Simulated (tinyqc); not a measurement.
Hydrogen passivation and dissociation of interface defects with a spread of activation energies: one step, computed by the program tinyqc. Command: `OMP_NUM_THREADS=1 python tinyqc.py 3008367 3008368 out.jsonl passivation walk`. One thread of a shared host (Intel(R) Xeon(R) Processor @ 2.30GHz), about 0.01 s of CPU time with the checks.

Active defects P react as P + H2 -> HP + H and HP -> P + H; released atomic hydrogen is removed. All defects start active. Activation energies are normally distributed, independently for the two reactions.

Question. Sites at the mean energies. a = k_f0 [H2] exp(-E_f/k_B T), b = k_d0 exp(-E_d/k_B T); the active share of one kind of site is b/(a + b) + (a/(a + b)) exp(-(a + b) t).

Inputs (values chosen for the exercise, for a model interface): mean passivation energy E_f = 1.64 eV; prefactor k_f0 = 3.7e-08 cm^3/s; mean dissociation energy E_d = 2.95 eV; prefactor k_d0 = 2.8e+13 1/s; dissolved hydrogen [H2] = 3.9e+17 cm^-3; anneal temperature T = 560 K; anneal time t = 3400 s.

Ambient: hydrogen.

Constants: k_B = 8.617333262e-05 eV/K.

Give: passivation rate a; dissociation rate b; active share, single energy; steady active share, single energy.

Answer.

passivation rate a = 2.511e-05 1/s

dissociation rate b = 7.913e-14 1/s

active share, single energy = 0.9182

steady active share, single energy = 3.151e-09
